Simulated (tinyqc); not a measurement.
Polytypes by hexagonality, and a cubic inclusion as a quantum well: sweeps and comparisons. A value that a table varies takes the place of the one given here.

Gap: E3 + (Es - E3) h/hs for h up to hs, then linear from Es to E2 at h = 1. Valence top Ev2 h and polarisation P2 h, both counted from 3C; Ec = Ev + gap.

A cubic inclusion of width L = N d in the host (h = 0.5) is a well of depth V = Ec(host) - Ec(3C). Square well with mass mismatch: k tan(k L/2) = (m_w/m_b) q, k = sqrt(m_w E/c), q = sqrt(m_b (V - E)/c), c = hbar^2/2m0, lowest root. The depth of the level, V - E, is its binding, and the transition to the valence top of the host is gap(host) - (V - E). The step in polarisation gives a field |F| = |P|/(eps eps0) in a thin inclusion, eps0 = 8.8541878e-12 F/m.

Constants: hbar^2/2m0 = 3.80998211 eV angstrom^2.

Parameters, chosen for this exercise (of the order of those of SiC; the results hold for these values, not for the real material):
- E3 = 2.411 eV (gap of the cubic polytype)
- E2 = 3.3 eV (gap of 2H)
- Ev2 = 0.154 eV (valence top of 2H above that of 3C)
- P2 = -0.0353 C/m^2 (spontaneous polarisation of 2H)
- Es = 3.252 eV (gap at the hexagonality hs)
- hs = 0.5 (hexagonality up to which the first line holds)
- m = (0.308, 0.329) m0 (electron mass along c in the cubic layer and in the host)
- d = 2.525 angstrom (thickness of a double layer)
- eps = 9.9 (dielectric constant)
- N = 4 (double layers in the cubic inclusion)

## Width of the inclusion

Without the field: square well. With it, the potential inside is |F| (z - L/2), the host conduction edge lies at V - |F| L/2 on one side and V + |F| L/2 on the other, and the lowest level E_F is found by finite differences (step 0.25 angstrom, wide box, good to about 1 meV). Holes sit in the host on the high side, so the transition is gap(host) - V + E_F - |F| L/2. A dash: bound by less than 2 meV or not at all.

Results:

| N | L (angstrom) | depth (eV) | transition (eV) | depth below the low side, with field (eV) | transition with field (eV) |
|---|---|---|---|---|---|
| 1 | 2.52 | 0.099 | 3.153 | 0.075 | 3.126 |
| 2 | 5.05 | 0.282 | 2.970 | 0.234 | 2.917 |
| 3 | 7.58 | 0.438 | 2.814 | 0.365 | 2.734 |
| 4 | 10.10 | 0.551 | 2.701 | 0.455 | 2.594 |
| 6 | 15.15 | 0.688 | 2.564 | 0.548 | 2.399 |
| 8 | 20.20 | 0.762 | 2.490 | 0.583 | 2.263 |
| 12 | 30.30 | 0.833 | 2.419 | 0.597 | 2.045 |

What does this show, and why?

The square well binds a level even at N = 1 (99 meV), as any symmetric one-dimensional well does; the depth grows to 833 of 918 meV, and the transition tends to E3 - Ev(host) = 2.334 eV. With the field the level is bound by 2 meV or more for N = 1, 2, 3, 4, 6, 8 and 12, and the transition is lowered by 27 meV at N = 1 and 374 meV at N = 12, where |F| L/2 = 305 meV. Free carriers or surface charge screen the field and the step between the two sides, and the attraction to the hole, left out here, binds the electron further.

## The same inclusion in several hosts

h from the stacking: 8H 1/4, 6H 1/3, 15R 2/5, 4H 1/2, 9R 2/3, 2H 1. V = Ec(host) - Ec(3C); square-well level from k tan(k L/2) = (m_w/m_b) q, k = sqrt(m_w E/c), q = sqrt(m_b (V - E)/c), L = N d; |F| = |P|/(eps eps0), eps0 = 8.8541878e-12 F/m.

Results:

| host | h | gap (eV) | V (eV) | depth (eV) | \|F\| (MV/cm) |
|---|---|---|---|---|---|
| 8H | 0.250 | 2.832 | 0.459 | 0.207 | 1.01 |
| 6H | 0.333 | 2.972 | 0.612 | 0.315 | 1.34 |
| 15R | 0.400 | 3.084 | 0.734 | 0.406 | 1.61 |
| 4H | 0.500 | 3.252 | 0.918 | 0.551 | 2.01 |
| 9R | 0.667 | 3.268 | 0.960 | 0.585 | 2.68 |
| 2H | 1.000 | 3.300 | 1.043 | 0.653 | 4.03 |

What does this show?

From 8H to 4H the well deepens by a factor of 2.00 and the bound level by 2.66, between the limits of a wide well (as V) and a thin one (as V^2); in 4H the level keeps 60 % of V; from 4H to 2H the gap gains only 48 meV while the field doubles. The depths leave the field out, although its drop |F| L reaches 407 meV in 2H.

## What each parameter does

Well depth, depth of the level, transition without the field and field. Each row changes one parameter from the base and keeps the others.

Results:

| case | V (eV) | depth (eV) | transition (eV) | \|F\| (MV/cm) |
|---|---|---|---|---|
| base | 0.9180 | 0.5509 | 2.7011 | 2.014 |
| N = 5 | 0.9180 | 0.6308 | 2.6212 | 2.014 |
| Ev2 = 0.184 eV | 0.9330 | 0.5630 | 2.6890 | 2.014 |
| E3 = 2.391 eV | 0.9380 | 0.5670 | 2.6850 | 2.014 |
| E2 = 3.33 eV | 0.9180 | 0.5509 | 2.7011 | 2.014 |
| P2 = -0.0459 C/m^2 | 0.9180 | 0.5509 | 2.7011 | 2.618 |
| eps = 10.9 | 0.9180 | 0.5509 | 2.7011 | 1.829 |
| m = (0.37, 0.329) m0 | 0.9180 | 0.5669 | 2.6851 | 2.014 |

What can be read from the table?

The largest shifts from the base row, up to three for each result and ties (the steps differ in size, so this ranks the rows, not the parameters). V (eV): E3 +0.0200, Ev2 +0.0150; unchanged at the printed digits by N, E2, P2, eps and m. depth (eV): N +0.0799, E3 +0.0162, m +0.0161; unchanged at the printed digits by E2, P2 and eps. transition (eV): N -0.0799, E3 -0.0162, m -0.0161; unchanged at the printed digits by E2, P2 and eps. |F| (MV/cm): P2 +0.605, eps -0.185; unchanged at the printed digits by N, Ev2, E3, E2 and m.

tinyqc: `OMP_NUM_THREADS=1 python tinyqc.py 1881147 1881148 out.jsonl`; about 0.04 s, one thread, shared Intel(R) Xeon(R) Processor @ 2.30GHz.
